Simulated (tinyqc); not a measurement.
Inside a calculation. Model: Monte Carlo simulation of one carrier in a uniform electric field. Computed by tinyqc, a small Python program that keeps every step. Command: `OMP_NUM_THREADS=1 python tinyqc.py 3009004 3009005 out.jsonl mcfl walk`. One thread of a shared host (Intel(R) Xeon(R) Processor @ 2.30GHz), about 2 s of CPU time with the checks. Intermediate numbers are printed to about 7 digits and carried at full precision; extremes and crossings named in words are read from the listed rows.

The force e F acts along +z. Flights end at the constant total rate Gamma; the part of Gamma that the real rates do not fill is self-scattering, which leaves k unchanged. One valley, no impurities and no intervalley scattering.

Inputs (values chosen for the exercise, modelled on InSb): effective mass m = 0.0131 m_0; static permittivity eps_s = 16.8; high-frequency permittivity eps_inf = 15.7; density rho = 5780 kg/m^3; sound velocity v_l = 3810 m/s; acoustic deformation potential D_A = 9.2 eV; optical phonon energy hbar w = 23.8 meV; lattice temperature T = 77 K; electric field F = 0.018 kV/cm; energy E_max up to which Gamma must cover the rates = 1 eV; seed of the random numbers = 89069.

Crystal: polar. Band: parabolic.

starting wave vector (1/nm): [-0.28, -0.035, 0.22]

Constants: k_B = 1.380649e-23 J/K; e = 1.602176634e-19 C; hbar = 1.054571817e-34 J s; m_0 = 9.1093837015e-31 kg; hbar = 6.582119569e-16 eV s; eps_0 = 8.8541878128e-12 F/m; k_B = 8.617333262e-05 eV/K.

## Total rate Gamma

Parabolic band: E = hbar^2 k^2/(2 m), speed v = hbar k/m, states per spin, volume and energy g(E) = m k/(2 pi^2 hbar^2). Masses are multiplied by m_0 and all formulas are in SI units. Phonon occupation N_q = 1/(exp(hbar w/(k_B T)) - 1). Acoustic deformation potential (elastic, equipartition, absorption and emission together): 1/tau = 2 pi k_B T D_A^2 g(E)/(hbar rho v_l^2). Polar optical, unscreened: W = e^2 w (1/eps_inf - 1/eps_s) m (1 + 2 alpha E') ln|(k + k')/(k - k')| / (4 pi eps_0 hbar^2 k), times N_q for absorption (E' = E + hbar w) and N_q + 1 for emission (E' = E - hbar w > 0), with alpha = 0 for a parabolic band; mean cosine of the angle <cos> = (k^2 + k'^2)/(2 k k') - 1/ln|(k + k')/(k - k')|. Gamma is 1.05 times the largest total rate on the grid E = (j + 1/2) E_max/400, j = 0..399.

largest total rate = 0.5947904 1e12/s

energy of the largest rate = 78.75 meV

Gamma = 0.6245299 1e12/s

## Flight 1

Random numbers (0.02 to 0.98, from up to 60 sets tried for early real events), one row a flight, columns r1, r2, r3, r4:
```
[[0.8581, 0.0770, 0.5833, 0.1478],
 [0.3369, 0.2872, 0.0756, 0.2659],
 [0.3748, 0.3280, 0.0738, 0.2662],
 [0.6639, 0.8515, 0.9800, 0.3078],
 [0.8747, 0.8987, 0.5908, 0.9575],
 [0.3523, 0.2289, 0.3769, 0.4047],
 [0.8365, 0.8399, 0.3851, 0.4358]]
```

Flight: t = -ln(r1)/Gamma; k_z grows by e F t/hbar; E follows from the band; dz = (E_end - E_start)/(e F). Use row 1 of the random numbers.

flight time t = 245.0397 fs

k at the end of the flight (1/nm): [-0.2800000, -0.0350000, 0.2206701]

energy at the end = 373.2046 meV

displacement dz = 477.1292 nm

## Scattering event 1

Choice: with cumulative rates in the order acoustic, absorption, emission, the process is the first whose sum exceeds r2 Gamma; if none, self-scattering. Final state: E' = E, E + hbar w or E - hbar w gives k'. Isotropic processes: cos(theta) = 1 - 2 r3 from the z axis, phi = 2 pi r4, k' (sin theta cos phi, sin theta sin phi, cos theta). Polar processes: cos(b) = [1 + xi - (1 + 2 xi)^r3]/xi, xi = 2 k k'/(k - k')^2, b from the old direction n; new direction cos b n + sin b (cos phi e1 + sin phi e2), e1 = (z x n)/|z x n|, e2 = n x e1.

cumulative rates (1e12/s): acoustic 0.0319391, absorption 0.0443124, emission 0.4843966

r2 Gamma = 0.04808880 1e12/s

Process chosen: emission

k after event 1, the start of the next flight (1/nm): [-0.1841920, -0.0970903, 0.2770990]

## Flight 2

Use row 2 of the random numbers.

flight time t = 1742.061 fs

k at the end of the flight (1/nm): [-0.1841920, -0.0970903, 0.2818629]

energy at the end = 357.1493 meV

displacement dz = 4302.605 nm

## Scattering event 2

The formulas are those given above.

cumulative rates (1e12/s): acoustic 0.0312445, absorption 0.0437636, emission 0.4886479

r2 Gamma = 0.1793650 1e12/s

Process chosen: emission

k after event 2, the start of the next flight (1/nm): [-0.1707501, -0.0887931, 0.2785263]

## All printed flights

Drift estimate: sum dz / sum t.

Flights:
```
flight    t (fs)  E at the end (meV)   dz (nm)          process  k_x (1/nm)   k_y (1/nm)  k_z (1/nm)
1        245.040            373.2046   477.129         emission  -0.1841920  -0.09709026   0.2770990
2       1742.061            357.1493  4302.605         emission  -0.1707501  -0.08879310   0.2785263
3       1571.362            340.3649  3897.586         emission  -0.1572478  -0.08054105   0.2786251
4        655.891            319.4813  1620.181  self-scattering  -0.1572478  -0.08054105   0.2804187
5        214.360            320.4385   531.766  self-scattering  -0.1572478  -0.08054105   0.2810049
6       1670.492            327.9662  4182.059         emission  -0.1467491  -0.02608653   0.2869961
7        285.861            305.4730   726.002  self-scattering  -0.1467491  -0.02608653   0.2877778
```

drift estimate from these flights = 2464708 m/s

3 of the 7 flights end in self-scattering. So few flights say little about the drift velocity: the estimate is noise at this length.

## Low-field mobility from the linear Boltzmann equation

On the grid E_j = (j + 1/2) hbar w/12 up to 20 k_B T + 2 hbar w, solve (sum of rates) l(E) = v(E) + W_abs <cos> l(E + hbar w) + W_em <cos> l(E - hbar w); mu_0 = e sum g v l exp(-E/k_B T)/(3 k_B T sum g exp(-E/k_B T)).

low-field mobility mu_0 = 4715381 cm^2/(V s)

## Long runs: velocity against field

Each row: 250 carriers from a thermal start, 1600 flights each, the first half discarded, random numbers not printed; the error is the standard error over ten groups; the mean energy is taken at the ends of flights, which sample time evenly. Fields at which more than 0.02 % of the events exceed Gamma are left out.

Monte Carlo results:
```
F (kV/cm)  drift velocity (1e5 m/s)  error (1e5 m/s)  mu_0 F (1e5 m/s)  mean energy (meV)  real events (%)
0.0045                         1.52            0.032           2.12192               11.5             8.30
0.0090                         2.33            0.030           4.24384               12.2             9.26
0.0180                         3.14            0.020           8.48769               13.6            11.70
0.0360                         3.86            0.023          16.97537               16.5            17.20
0.0720                         4.81            0.026          33.95074               28.5            31.20
```

At the lowest field the drift velocity is 0.72 +/- 0.02 of the ohmic value mu_0 F, at the highest 0.14 +/- 0.00. The mean energy goes from 12 to 28 meV against the parabolic-band thermal value 3 k_B T/2 = 10 meV: the carriers heat, more of them reach the emission threshold, where they lose momentum, and the curve bends below the ohmic line. Only 8 to 31 % of the events are real; the rest is the price of a constant Gamma. Where hbar w is several k_B T, energy relaxes slowly and the low-field energies may still be drifting.

Checks made by the program: energy gained in the printed flights against e F dz (relative difference 5e-10).
